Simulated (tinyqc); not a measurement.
Gate-all-around wire, scale length and short-channel effects: course of the iteration: decay constant by Newton steps.

A round wire of diameter ts in an insulator shell of thickness ti under a surrounding gate. Below threshold the potential that source and drain add obeys Laplace's equation and vanishes on the gate. Its lowest mode decays along the channel as exp(-k y); k is the smallest positive root of the matching condition at the interface, and the scale length is Lambda = pi/k.

f(k) = ei J0(u)[J1(u) Y0(v) - Y1(u) J0(v)] - eps_r J1(u)[J0(u) Y0(v) - Y0(u) J0(v)], u = k ts/2, v = u + k ti; f' by a central difference with +/- 1e-5 1/nm; k(new) = k - f/f'.

Stop when k changes by less than 1e-10 1/nm, or after 30 iterations. The rule counts as met only at the smallest positive root.

Parameters, values chosen for the exercise; permittivities: semiconductor close to that of silicon, insulator close to that of hafnium oxide:
- eps_r = 11.7 (relative permittivity of the semiconductor)
- ei = 23 (relative permittivity of the insulator)
- ti = 11 nm (insulator thickness)
- ts = 9.2 nm (wire diameter)

k at the start = 0.313 1/nm

Course of the iteration:
```
iteration	k (1/nm)	|change| (1/nm)
1	0.376268	0.0633
2	0.380977	4.71e-3
3	0.381112	1.35e-4
4	0.381112	1.15e-7
5	0.381112	8.34e-14
```

Did this iteration meet its convergence test, and what does its course show?

No. The steps settle after 5 iterations, but on k = 0.3811 1/nm, which is not the smallest positive root, so the wanted result is missed. A rerun from k = 0.18375 1/nm, next to the first change of sign of f, gives 0.1650 1/nm.

Program tinyqc, `OMP_NUM_THREADS=1 python tinyqc.py 2420037 2420038 out.jsonl`; Intel Xeon 2.30GHz, shared host, one thread, about 0.01 s.
